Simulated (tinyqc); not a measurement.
Starting guesses with DIIS over 6 matrices: SCF starting guesses in the 3-21g basis, for H3+, spin multiplicity 1. Computed by the program tinyqc with PySCF. 

Geometry (angstrom):

| atom | x | y | z |
|---|---|---|---|
| H | 0.0000 | 0.0000 | 0.0000 |
| H | 0.0000 | 0.0000 | 1.2780 |
| H | 0.0000 | 1.1070 | 0.6390 |

lowest restricted solution found by these runs and by PySCF = -1.194937 hartree

RHF with one setting changed at a time; a run stops when the energy changes by less than 1e-09 hartree and the error matrix is below 1e-5. Starts: the lowest orbitals of the core Hamiltonian, of the Wolfsberg-Helmholz matrix (K = 1.75), projected atomic densities, random orbitals, and the highest orbitals of the core Hamiltonian (a deliberately bad start).

Largest element of the error matrix X^T (FDS - SDF) X:

| iteration | core | Wolfsberg-Helmholz | atomic densities | random | highest core orbitals |
|---|---|---|---|---|---|
| 1 | 6.0e-02 | 1.4e-01 | 5.1e-02 | 5.6e-01 | 4.7e-02 |
| 2 | 9.4e-03 | 2.2e-02 | 1.2e-02 | 1.6e-01 | 8.6e-03 |
| 3 | 4.9e-06 | 1.2e-05 | 1.1e-03 | 4.0e-02 | 5.1e-04 |
| 4 | 4.3e-07 | 8.5e-07 | 1.4e-07 | 3.4e-03 | 2.6e-05 |
| 5 | - | - | 2.1e-08 | 2.2e-04 | 2.2e-06 |
| 6 | - | - | - | 2.4e-06 | 3.5e-08 |

How each run ends:

| run | iterations | E (hartree) | state |
|---|---|---|---|
| core | 4 | -1.19494 | lowest found |
| Wolfsberg-Helmholz | 4 | -1.19494 | lowest found |
| atomic densities | 5 | -1.19494 | lowest found |
| random | 7 | -1.19494 | lowest found |
| highest core orbitals | 6 | -1.19494 | lowest found |

5 of 5 runs reach the lowest restricted solution found, in 4 to 7 iterations (fastest: core, Wolfsberg-Helmholz). The first errors are 6e-02, 1e-01, 5e-02, 6e-01, 5e-02; the deliberately bad start has the smallest one, so a small first error does not mark a good start.
